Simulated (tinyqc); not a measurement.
What each parameter does: Gamma, L and X subbands of a thin body with non-parabolic valleys.

Hard walls, flat band, c = hbar^2/2m0, energies from the bulk Gamma edge. For a valley at angle theta to the normal 1/m_z = cos^2/ml + sin^2/mt and m_d = sqrt(ml mt^2/m_z). Subband n starts at E_v + e with e (1 + a e) = c (n pi/t)^2/m_z, and its density-of-states mass is taken as m_d (1 + 2 a e), without further growth at higher in-plane energy. Groups are named by valley and degeneracy.

n_i = g m/(2 pi c) kB T ln(1 + exp((EF - E_i)/kB T)), sum n_i = Ns (1e12/cm^2 = 1e-4/angstrom^2), c = hbar^2/2m0. Quantum capacitance Cq = 1602.176634 sum g m/(2 pi c) f_i in microfarad/cm^2 with f_i = 1/(1 + exp((E_i - EF)/kB T)); Cox = 34.5313/eot (one gate); C/Cox = Cq/(Cq + Cox), the centroid term left out.

Constants: hbar^2/2m0 = 3.80998211 eV angstrom^2; kB = 8.617333262e-05 eV/K.

Parameters, chosen for this exercise (near those of a thin GaSb channel; shifted at random, so the results belong to these values and not to a real crystal): face = 110 (surface); mG = 0.0385 m0 (Gamma mass); aG = 1.16 1/eV (Gamma non-parabolicity); EL = 0.091 eV (L edge above Gamma); mL = (1.298, 0.097) m0 (L valleys (four, along <111>): ml, mt); EX = 0.336 eV (X edge above Gamma); mX = (1.553, 0.223) m0 (X valleys (three, along <100>): ml, mt); aS = 0.58 1/eV (non-parabolicity of L and X); Ns = 6.2 x 1e12/cm^2 (sheet density); T = 300 K (temperature); eot = 7 angstrom (equivalent oxide thickness); t = 52 angstrom (body thickness).

n = 1 to 8 of all groups.

One parameter was then changed.

Results before and after:
```
case     lowest edge (eV)  EF (eV)  Gamma share (%)  C/Cox
base                0.144    0.161              0.1  0.837
changed             0.131    0.144              0.6  0.846
```

Which of these changes was made? (a) Ns = 9.3 x 1e12/cm^2; (b) T = 250 K; (c) aG = 0.81 1/eV; (d) eot = 5 angstrom; (e) mG = 0.0443 m0; (f) EL = 0.141 eV; (g) t = 60 angstrom.

Answer: (g) t = 60 angstrom. Of the candidates, run in turn, only this one gives the changed row.

All candidates:
```
case                  lowest edge (eV)  EF (eV)  Gamma share (%)  C/Cox
base                             0.144    0.161              0.1  0.837
t = 60 angstrom                  0.131    0.144              0.6  0.846
mG = 0.0443 m0                   0.144    0.161              0.5  0.837
aG = 0.81 1/eV                   0.144    0.161              0.1  0.837
EL = 0.141 eV                    0.194    0.211              0.9  0.838
Ns = 9.3 x 1e12/cm^2             0.144    0.178              0.2  0.871
eot = 5 angstrom                 0.144    0.161              0.1  0.786
T = 250 K                        0.144    0.167              0.1  0.845
```

tinyqc: `OMP_NUM_THREADS=1 python tinyqc.py 1250116 1250117 out.jsonl`; about 0.03 s, one thread, shared Intel(R) Xeon(R) Processor @ 2.30GHz.
